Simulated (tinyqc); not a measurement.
Inside a calculation. Method: G0W0 on RHF in the sto-3g basis, for H3+, spin multiplicity 1. One step of it, computed by the program tinyqc.

Problem. Iteration 8 (converged): orbitals. Diagonalise F' = X^T F X, C = X C', fill 1 alpha and 1 beta electrons from the bottom; D = 2 C_occ C_occ^T. Each column has its largest component positive (the first on a tie).

converged F (hartree):
```
           1H 1s      2H 1s      3H 1s
1H 1s  -0.831842  -0.680391  -0.680391
2H 1s  -0.680391  -0.583656  -0.299334
3H 1s  -0.680391  -0.299334  -0.583656
```

X:
```
           1H 1s      2H 1s      3H 1s
1H 1s   1.300271  -0.359613  -0.359613
2H 1s  -0.359613   1.141517   0.062802
3H 1s  -0.359613   0.062802   1.141517
```

Give: F' = X^T F X; orbital energies; coefficients C; D after iteration 8.

Solution.

F' = X^T F X (hartree):
```
         1        2        3
1  -0.3622  -0.4701  -0.4701
2  -0.4701  -0.3240   0.0068
3  -0.4701   0.0068  -0.3240
```

orbital energies (hartree): MO1 -1.0048, MO2 -0.3308, MO3 0.3255

coefficients C:
```
          MO1      MO2      MO3
1H 1s  0.5814   0.0000   1.2694
2H 1s  0.3333   0.7628  -0.8622
3H 1s  0.3333  -0.7628  -0.8622
```

D after iteration 8:
```
        1H 1s   2H 1s   3H 1s
1H 1s  0.6760  0.3876  0.3876
2H 1s  0.3876  0.2222  0.2222
3H 1s  0.3876  0.2222  0.2222
```
